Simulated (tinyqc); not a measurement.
Ellipsoidal valleys in the axes of a wafer and a channel, step by step. Values are carried at full precision from step to step, so a last printed digit may differ when a step is redone from the rounded ones.

Valleys with axes a along [111], [1-1-1], [-11-1] and [-1-11], one whole valley each; inverse mass tensor w = 1/mt + (1/ml - 1/mt) a a. Device axes: z = nz/|nz|, x = nx/|nx|, y = z cross x; in them a = (ax, ay, az). Confinement mass mz = 1/w_zz. In the plane w_ij is replaced by u_ij = w_ij - w_iz w_jz/w_zz (i, j = x, y); density-of-states mass md = 1/sqrt(det u); conductivity mass along x mc = 1/u_xx; ballistic transport mass mx = u_yy/det u, width mass my = 1/u_yy.

Constants: hbar^2/2m0 = 3.80998211 eV angstrom^2; kB = 8.617333262e-05 eV/K.

Parameters, chosen for this exercise (near those of the L valleys of Ge; not measured data):

| symbol | value | unit | meaning |
|---|---|---|---|
| ml | 1.588 | m0 | longitudinal mass |
| mt | 0.081 | m0 | transverse mass |
| nz | (2, 1, 0) |  | surface normal (confinement) |
| nx | (0, 0, 1) |  | channel direction |
| t | 5.8 | nm | thickness of the film |
| T | 300 | K | temperature |

## Device axes and valley axes

Give the rows x, y, z in cubic components and each valley axis in device components.

device axes:
```
    [100]    [010]   [001]
x  0.0000   0.0000  1.0000
y  0.4472  -0.8944  0.0000
z  0.8944   0.4472  0.0000
```

valley axes:
```
              ax       ay       az
[111]     0.5774  -0.2582   0.7746
[1-1-1]  -0.5774   0.7746   0.2582
[-11-1]  -0.5774  -0.7746  -0.2582
[-1-11]   0.5774   0.2582  -0.7746
```

## Tensors of the valley [1-1-1]

Form w and the reduced tensor u.

w (1/m0):
```
        x        y        z
x  8.4404   5.2395   1.7465
y  5.2395   5.3161  -2.3432
z  1.7465  -2.3432  11.5646
```

u (1/m0):
```
        x       y
x  8.1766  5.5934
y  5.5934  4.8413
```

The axis is tilted against the normal, so w_xz or w_yz is not zero and the reduction changes the masses in the plane.

## Masses of all valleys

Give mz, md, mc, mx and my.

Masses (m0):

| valley | mz | md | mc | mx | my |
|---|---|---|---|---|---|
| [111] | 0.1881 | 0.2353 | 0.3052 | 0.5833 | 0.0950 |
| [1-1-1] | 0.0865 | 0.3471 | 0.1223 | 0.5833 | 0.2066 |
| [-11-1] | 0.0865 | 0.3471 | 0.1223 | 0.5833 | 0.2066 |
| [-1-11] | 0.1881 | 0.2353 | 0.3052 | 0.5833 | 0.0950 |

mz md^2 = ml mt^2 = 0.01042 for every valley, so a heavy confinement mass comes with a small density of states. The heaviest mz is 0.188, for [111] and [-1-11].

## Subbands and shares in a film

Hard walls: E_n = c (n pi/t)^2/mz, c = hbar^2/2m0, n = 1, 2, 3. Non-degenerate share of a valley proportional to md sum_n exp(-E_n/kT); mean 1/mc = sum of share/mc. 1 nm = 10 angstrom.

Give the ladders, the shares and the mean conductivity mass.

Subbands:

| valley | E1 (meV) | E2 (meV) | E3 (meV) | share |
|---|---|---|---|---|
| [111] | 59.4 | 237.7 | 534.8 | 0.455 |
| [1-1-1] | 129.3 | 517.1 | 1163.4 | 0.045 |
| [-11-1] | 129.3 | 517.1 | 1163.4 | 0.045 |
| [-1-11] | 59.4 | 237.7 | 534.8 | 0.455 |

mean mc = 0.2690 m0

The lowest ladder ([111] and [-1-11]) holds 91 % of the electrons in these valleys, the next starts 70 meV higher.

## Checks

- mz md^2 against ml mt^2: they agree to 1e-10 or better.
- mx my against md^2: they agree to 1e-10 or better.

Run: tinyqc, `OMP_NUM_THREADS=1 python tinyqc.py 1880657 1880658 out.jsonl`; Intel(R) Xeon(R) Processor @ 2.30GHz, one thread, shared host; about 0.01 s of CPU time with all checks.
